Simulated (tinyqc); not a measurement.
Absorption coefficient and reflectance from two thicknesses.

Inverse problem. With transparent contact layers the responsivity is (1 - Rf)(1 - exp(-al wi)) q lam/(h c). The second absorber is twice as thick as the first. Find al and Rf.

Parameters, values chosen for the exercise: wavelength lam = 532 nm.

Constants: q = 1.602176634e-19 C, h = 6.62607015e-34 J s, c = 299792458 m/s. Results are converted to the units shown.

responsivity for wi = 0.65 and 1.3 um (A/W): 0.15130428  0.24332769

Solution. The ratio of the responsivities is 1 + exp(-al w1), which gives al; either value then gives 1 - Rf.

al = 7.65e3 1/cm
Rf = 0.100

Program tinyqc, `OMP_NUM_THREADS=1 python tinyqc.py 2250126 2250127 out.jsonl`; Intel Xeon 2.30GHz, shared host, one thread, about 0.01 s.
